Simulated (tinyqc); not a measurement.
Mobility and threshold from two currents.

Question. In the linear region I = mu Cox (W/L) [(Vgs - VT) Vds - m Vds^2/2], Cox = eps0 eox/tox. Find mu and VT.

Inputs (values chosen for the exercise):
```
symbol,value,unit,meaning
eox,3.74,,relative permittivity of the gate insulator
tox,1.7,nm,insulator thickness
W,10,um,gate width
L,1,um,gate length
```

Constants: eps0 = 8.8541878128e-14 F/cm where lengths are in cm. Results are converted to the units shown.

I at Vgs = 0.68 and 1.18 V, Vds = 0.05 V (uA): 172.48619  401.36695
m = 1.0219921

Answer. The slope dI/dVgs is mu Cox (W/L) Vds; the line meets zero current at VT + m Vds/2.

mu = 470 cm^2/(V s)
VT = 0.278 V

Computed by the program tinyqc: `OMP_NUM_THREADS=1 python tinyqc.py 2360078 2360079 out.jsonl`, one thread of a shared Intel Xeon 2.30GHz, about 0.04 s for the whole run.
